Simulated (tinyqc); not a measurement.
What each parameter does: heterojunction of two tight-binding chains.

Left chain: hopping -t1, sites at 2 t1 (band bottom 0). Right chain: hopping -t2, sites at dE + 2 t2 (bottom dE). t = c/(m a^2), c = hbar^2/2m0. The bond across the interface is -tc with tc = f sqrt(t1 t2), and the last left site has the extra energy U. In a chain E = bottom + 2t (1 - cos(ka)); the surface Green function of a half chain is g = -exp(ika)/t, with Im k > 0 where cos(ka) > 1.

Constants: hbar^2/2m0 = 3.80998211 eV angstrom^2.

Parameters, chosen for this exercise (masses and offset of the size met at InGaAs / InAlAs; the results hold for these values, not for the real material): a = 4 angstrom (site spacing); m1 = 0.042 m0 (mass on the left); m2 = 0.069 m0 (mass on the right); dE = 0.54 eV (band offset); f = 1 (factor on the interface hopping); U = -0.24 eV (extra energy on the last left site); E = 0.637 eV (electron energy).

T = 4 Im(S1) Im(S2) |G|^2 with G = 1/(E - 2 t1 - U - S1 - S2), S1 = -t1 exp(i k1 a), S2 = -(tc^2/t2) exp(i k2 a). Each row changes one parameter from the base and keeps the others.

Results:
```
case                   T    k1 a    k2 a
base              0.8672  0.3368  0.1678
m1 = 0.0504 m0    0.8328  0.3693  0.1678
m2 = 0.0828 m0    0.8947  0.3368  0.1839
dE = 0.49 eV      0.9262  0.3368  0.2068
f = 0.9           0.7861  0.3368  0.1678
U = -0.04 eV      0.8835  0.3368  0.1678
a = 3.2 angstrom  0.8750  0.2690  0.1342
```

The largest shifts from the base row, up to three for each result and ties (the steps differ in size, so this ranks the rows, not the parameters). T: f -0.0810, dE +0.0590, m1 -0.0344. k1 a: a -0.0678, m1 +0.0325; unchanged at the printed digits by m2, dE, f and U. k2 a: dE +0.0389, a -0.0336, m2 +0.0161; unchanged at the printed digits by m1, f and U.

Run: tinyqc, `OMP_NUM_THREADS=1 python tinyqc.py 1481751 1481752 out.jsonl`; Intel(R) Xeon(R) Processor @ 2.30GHz, one thread, shared host; about 0.01 s of CPU time with all checks.
